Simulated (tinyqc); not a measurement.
Inside a calculation. Model: nucleation and growth of vacancy voids in a cooling silicon-like crystal. Computed by tinyqc, a small Python program that keeps every step. Command: `OMP_NUM_THREADS=1 python tinyqc.py 3023190 3023191 out.jsonl voids walk`. One thread of a shared host (Intel(R) Xeon(R) Processor @ 2.30GHz), about 0.5 s of CPU time with the checks. Intermediate numbers are printed to about 7 digits and carried at full precision; extremes and crossings named in words are read from the listed rows.

Spherical voids; vacancies are lost only to voids.

Inputs (values chosen for the exercise, for a model crystal):
```
quantity                                    value    unit
vacancy density at the melting point C_m  7.6e+14  1/cm^3
formation energy E_f                         3.79      eV
melting point T_m                            1685       K
diffusion prefactor D0                    0.00052  cm^2/s
migration energy E_m                         0.43      eV
site density rho                            5e+22  1/cm^3
void surface energy gamma                   0.913   J/m^2
cooling rate q                               0.75   K/min
ratio (V/G)/xi_c                             1.49       -
limit of the excess at high V/G             1e+14  1/cm^3
temperature of the worked step T             1370       K
temperature step                              0.2       K
```

Vacancy supply: from V/G.

Constants: k_B = 8.617333262e-05 eV/K; k_B = 1.380649e-23 J/K; e = 1.602176634e-19 C.

## Vacancy excess

C = C_x (u - 1)/(u + 0.2) with u = (V/G)/xi_c, a form chosen for the exercise.

initial excess C = 2.899408e+13 1/cm^3

## Nucleation rate at T with the initial excess

C_e = C_m exp[-(E_f/k_B)(1/T - 1/T_m)]; D = D0 exp(-E_m/(k_B T)); f = k_B T ln(C/C_e); r* = 2 gamma/(rho f); W* = 16 pi gamma^3/(3 rho^2 f^2); Z = f/sqrt(12 pi W* k_B T); I = rho Z (4 pi r* D C) exp(-W*/(k_B T)).

C_e = 1.881117e+12 1/cm^3

D = 1.361994e-05 cm^2/s

driving force f = 0.3229139 eV

critical radius r* = 0.7058845 nm

W*/(k_B T) = 100.7449

rate I = 1.373032e-20 1/(cm^3 s)

Cooling by 10 K multiplies I by 750000: nucleation switches on within a narrow range of temperature.

## Cooling through the nucleation range

March down from 1500 K in steps dT, dt = dT/q, with values at the upper end of each step: a class of I dt voids is born with r*; then all classes grow by r^2 += 2 D (C - C_e) dt/rho; C falls by the vacancies added to voids. Stop at 1150 K. T_n is the T of the largest I, N the final count (classes under 1e-6 /cm^3 are dropped), and the mean radius the number average.

Rows around the peak of I:
```
T (K)     C (1/cm^3)  C_e (1/cm^3)  I (1/(cm^3 s))  voids (1/cm^3)  mean radius (nm)
1333.8  2.899408e+13  7.870793e+11    4.904418e-04    4.911210e-02          11.48148
1323.8  2.899405e+13  6.135371e+11    3.721279e-01    4.477920e+01          12.25331
1313.8  2.898268e+13  4.764490e+11    9.935712e+01    1.426339e+04          13.03440
1308.8  2.883668e+13  4.192517e+11    1.048728e+03    1.740462e+05          13.59965
1305.8  2.834591e+13  3.881019e+11    2.863932e+03    6.135722e+05          14.44717
1303.8  2.751924e+13  3.685592e+11    3.625484e+03    1.144958e+06          15.68012
1301.8  2.608423e+13  3.499451e+11    2.644559e+03    1.676162e+06          17.80582
1299.8  2.408553e+13  3.322180e+11    1.045307e+03    1.978581e+06          20.76635
1297.8  2.176102e+13  3.153385e+11    2.390681e+02    2.076194e+06          23.97439
1294.8  1.816191e+13  2.915254e+11    1.125905e+01    2.097240e+06          28.07484
1291.8  1.481325e+13  2.694123e+11    2.180273e-01    2.098044e+06          31.06906
```

temperature of peak nucleation T_n = 1303.8 K

void density N = 2098057 1/cm^3

mean radius = 40.03980 nm

vacancies left at 1150 K = 8.572051e+09 1/cm^3

I rises as supersaturation builds and collapses once the first voids have drawn C down by 5 % at the peak. Nearly all the excess then goes into these voids: [3 C/(4 pi rho N)]^(1/3) = 40.4 nm.

## Cooling rate

The formulas are those given above.

At fixed C:
```
q (K/min)  T_n (K)    N (1/cm^3)  mean radius (nm)
0.075       1315.4  6.924668e+04          125.0490
0.190       1311.0  2.744458e+05           78.9663
0.380       1307.4  7.663201e+05           56.0470
0.750       1303.8  2.098057e+06           40.0398
1.500       1300.0  5.857187e+06           28.4169
3.000       1295.8  1.634708e+07           20.1684
7.500       1290.0  6.342904e+07           12.8207
```

Over the rows N goes as q^1.48 and the radius as q^-0.49, near the 3/2 and -1/2 of the scaling argument (depletion time 1/(4 pi N r D) equal to the time in the nucleation range, at fixed N r^3). T_n drops only 25 K for a factor 100 in q. Fast cooling gives many small voids, which an anneal can dissolve.

## Vacancy excess varied

The formulas are those given above.

At fixed q:
```
C (1/cm^3)  T_n (K)  N (1/cm^3)  mean radius (nm)
1.20e+13     1259.2     4126217          23.78186
1.70e+13     1276.4     3158873          29.21546
2.90e+13     1303.8     2097729          40.04462
4.60e+13     1328.2     1473415          52.57081
7.20e+13     1352.6     1045871          68.46385
```

More vacancies nucleate earlier (T_n rises by 93 K) and give fewer, larger voids: N goes as C^-0.77 and the radius as C^0.59, steeper than the -1/2 and +1/2 of the scaling argument at fixed D, because D rises with T_n.

Checks made by the program: Z against the curvature of W(n) (relative difference below 1e-10); N against a run with half the step (relative difference 2e-03).
